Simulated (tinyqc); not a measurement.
Gain factor and gap resistance from two string resistances.

Inverse problem. At small bit-line voltage each of the 96 cells has the resistance 1/(K x) at overdrive x (no mobility reduction) in series with a gap resistance Rg. Find K, Rg and the share of the gaps at the higher overdrive.

resistance of a string of 96 equal cells at overdrives of 4.5 and 8.5 V (kohm): 7493.7658  4780.4642

Solution. The resistance per cell is a straight line in 1/x with slope 1/K and intercept Rg.

K = 3.70 uA/V^2
Rg = 18.0 kohm
share of the gaps = 36.1 %

tinyqc, about 0.4 s, one thread, Intel Xeon 2.30GHz (shared host): `OMP_NUM_THREADS=1 python tinyqc.py 2142208 2142209 out.jsonl`
